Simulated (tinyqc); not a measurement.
# Programming of a floating-gate cell by Fowler-Nordheim tunnelling: two studies

Per tunnel area the floating gate has Ctun = 3.9 eps0/tox to the channel (0 V) and Ccg to the control gate, Ct = Ctun/(1 - ag), no other coupling. With the threshold shift U = -Q/Ccg the field is F = ag (Vg - U)/tox, and dU/dt = J/Ccg. Fowler-Nordheim: J = A F^2 exp(-B/F), A = q^2/(16 pi^2 hbar mo phi) (times 1e14 for A/cm^2 with F in V/nm, emitter mass m0), B = (4/3) sqrt(mo/C) phi^1.5, C = hbar^2/(2 m0).

Parameters, values chosen for the exercise; oxide values close to those of silicon dioxide:

| symbol | value | unit | meaning |
|---|---|---|---|
| phi | 3.15 | eV | tunnel barrier |
| mo | 0.46 | m0 | tunnelling mass |
| tox | 6.4 | nm | tunnel oxide thickness |
| ag | 0.71 |  | coupling ratio Ccg/Ct |
| Vt0 | -0.6 | V | threshold shift at the start |

Constants: q = 1.602176634e-19 C, hbar = 1.054571817e-34 J s, m0 = 9.1093837015e-31 kg, eps0 = 8.8541878128e-14 F/cm where lengths are in cm, hbar^2/(2 m0) = 0.0380998212 eV nm^2. Results are converted to the units shown.

Each table varies one quantity; the others keep the values above.

## Effect of the gate voltage

After 0.005 s. Exact: exp(B/F(t)) = exp(B/F(0)) + K t, K = A B ag/(Ccg tox), and U = Vg - tox F/ag.

Result of one run:
```
Vg (V)  F (V/nm)  J (A/cm^2)     U (V)
7.9      0.91436   4.4326e-5  -0.34209
```

What becomes of these results when the control-gate voltage Vg is changed from 7.9 to 11 V, all else the same?

Result of the changed run:
```
Vg (V)  F (V/nm)  J (A/cm^2)   U (V)
11       0.93246   7.9906e-5  2.5947
```

The whole series:
```
Vg (V)  F (V/nm)  J (A/cm^2)     U (V)
6        0.73218   2.4694e-8  -0.59991
6.6      0.79852   5.5499e-7  -0.59789
7.2      0.86216   7.0917e-6  -0.57156
7.9      0.91436   4.4326e-5  -0.34209
8.5      0.92869   7.0801e-5   0.12872
9.1      0.93167   7.7895e-5   0.70189
9.8      0.93232   7.9533e-5    1.3960
10.4     0.93243   7.9825e-5    1.9950
11       0.93246   7.9906e-5    2.5947
```

U rises from -0.600 to 2.59 V, by 0.0034 V a volt between the first two rows and 1.00 between the last two: once K t exceeds exp(B/F(0)) the final field, 0.932 V/nm, no longer depends on Vg. In 2 of the 9 rows the starting field exceeds 12 MV/cm, where the oxide would wear out or break down quickly.

## Programming by a staircase of pulses

Same model as above.

Pulse i = 1, 2, ... has the height 7.5 V + (i - 1) 0.4 V and lasts 420 us; each starts from the U that the last one left.

Programming by a staircase of pulses:
```
N   last pulse (V)    U (V)  gain of the last pulse (V)  F at its end (V/nm)
1            7.500  -0.5918                    0.008154               0.8977
2            7.900  -0.5593                     0.03251               0.9385
3            8.300  -0.4599                     0.09941               0.9718
4            8.700  -0.2482                      0.2117               0.9927
6            9.500   0.4346                      0.3687                1.006
8            10.30    1.221                      0.3968                1.007
11           11.50    2.420                      0.3999                1.007
14           12.70    3.620                      0.4000                1.007
18           14.30    5.220                      0.4000                1.007
```

The gain of a pulse rises from 0.00815 to 0.400 V and settles at the step of 0.4 V: the field at the end of a pulse becomes steady, 1.01 V/nm, so U follows the gate one to one whatever it started from. It is within 5 % of the step from pulse 8 on among the rows. For N = 6, 8, 11, 14, 18 the field stays above 10 MV/cm, which wears the oxide.

Range of the model: Programming fields of 10 MV/cm and more wear the oxide; trapping and the channel potential are ignored.

Program tinyqc, `OMP_NUM_THREADS=1 python tinyqc.py 2130099 2130100 out.jsonl`; Intel Xeon 2.30GHz, shared host, one thread, about 0.01 s.
